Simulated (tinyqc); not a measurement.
# Worked calculation: tunnelling through a gate dielectric with the two-band (Franz) dispersion, WKB transmission and Tsu-Esaki current

Program tinyqc, `OMP_NUM_THREADS=1 python tinyqc.py 2540143 2540144 out.jsonl`; Intel Xeon 2.30GHz, shared host, one thread, about 0.02 s. Printed values are rounded.

Electrons leave the emitter at x = 0. Energies E (motion across the layers) are in eV from the emitter Fermi level; the collector Fermi level lies at -V and offers states at every E. No charge in the dielectric and no image force: F1 = V/t1, U = phi1 - F1 x. With C = hbar^2/(2 m0), kappa = sqrt(m u (1 - u/Egx)/C), u = U - E where U > E and 0 elsewhere; T(E) = exp(-S), S = 2 times the integral of kappa over x.

Inputs (values chosen for the exercise); dielectric values close to those of silicon dioxide:
```
symbol  value  unit                                                        meaning
T          77     K                                                    temperature
Ef       0.18    eV              Fermi energy of the emitter above its band bottom
me       0.46    m0                            emitter mass in the supply function
phi1     3.09    eV  barrier of layer 1 above the emitter Fermi level at zero bias
m1       0.51    m0                                     tunnelling mass of layer 1
t1        5.5    nm                                           thickness of layer 1
Egx       8.6    eV           gap parameter of the two-band dispersion, set freely
V         4.8     V                                  voltage across the dielectric
E           0    eV                                energy of the electron followed
nc          6                                                  cells in each layer
Ea      -0.18    eV                                   lower end of the energy grid
Eb      0.065    eV                                   upper end of the energy grid
nE         15                                            points of the energy grid
```

Constants: q = 1.602176634e-19 C, kB = 1.380649e-23 J/K, hbar = 1.054571817e-34 J s, m0 = 9.1093837015e-31 kg, Vt = kB T/q, hbar^2/(2 m0) = 0.0380998212 eV nm^2. Results are converted to the units shown.

## Fields and band edges

F1 = V/t1, U = phi1 - F1 x.

F1 = 8.727273 MV/cm
U at x = t1 = -1.71 eV

## WKB exponent by the midpoint rule

Cut each layer into nc equal cells, take U and kappa at the cell centres, and sum S = 2 sum kappa h.

```
cell    x (nm)     U (eV)  kappa (1/nm)
0     0.458333   2.690000      4.974441
1     1.375000   1.890000      4.442900
2     2.291667   1.090000      3.569502
3     3.208333   0.290000      1.936752
4     4.125000  -0.510000      0.000000
5     5.041667  -1.310000      0.000000
```

S = 27.35992
T(E) = 1.311404e-12

## WKB exponent in closed form

Each layer adds (2/F) sqrt(m/C) [G(u at its left edge) - G(u at its right edge)] to S, with u = U - E (0 where negative) and G(u) = Egx^1.5 (th - sin(4 th)/4)/4, th = arcsin sqrt(u/Egx). The slope follows from 1/d = -dS/dE.

S = 26.84249
T(E) = 2.200158e-12
energy d over which T(E) grows by a factor e = 0.084765 eV

The midpoint rule gives S = 27.360, so its T(E) is 40 % below this value. The band edge of layer 1 drops below E inside the layer: the barrier there is triangular (the Fowler-Nordheim case).

## Current density on a coarse energy grid

J = J0 times the integral of T(E) N(E) dE, N = ln[(1 + exp(-E/Vt))/(1 + exp((-E - V)/Vt))], J0 = q^2 me m0 kB T/(2 pi^2 hbar^3) (times 1e-4 for A/cm^2 per eV), by Simpson's rule on nE equally spaced points from Ea to Eb.

```
point      E (eV)          T(E)            N        T(E) N
0      -0.1800000  2.598025e-13     27.12744  7.047777e-12
1      -0.1625000  3.201198e-13     24.49005  7.839750e-12
2      -0.1450000  3.943539e-13     21.85266  8.617683e-12
3      -0.1275000  4.856939e-13     19.21527  9.332740e-12
4      -0.1100000  5.980537e-13     16.57788  9.914464e-12
5      -0.0925000  7.362360e-13     13.94049  1.026349e-11
6      -0.0750000  9.061324e-13     11.30311  1.024212e-11
7      -0.0575000  1.114967e-12     8.665884  9.662178e-12
8      -0.0400000  1.371598e-12     6.030728  8.271735e-12
9      -0.0225000  1.686880e-12     3.424053  5.775966e-12
10     -0.0050000  2.074111e-12     1.139277  2.362987e-12
11      0.0125000  2.549582e-12    0.1415028  3.607729e-13
12      0.0300000  3.133236e-12   0.01081681  3.389161e-14
13      0.0475000  3.849486e-12  7.778163e-4  2.994193e-15
14      0.0650000  4.728203e-12  5.567109e-5  2.632242e-16
```

J0 = 4.939505e7 A/(cm^2 eV)
J = 7.459465e-5 A/cm^2

The integrand peaks at E = -0.0925 eV among these points. A converged quadrature from -Ef to above the barrier gives 7.457e-5 A/cm^2; this grid is 0.030 % above that.
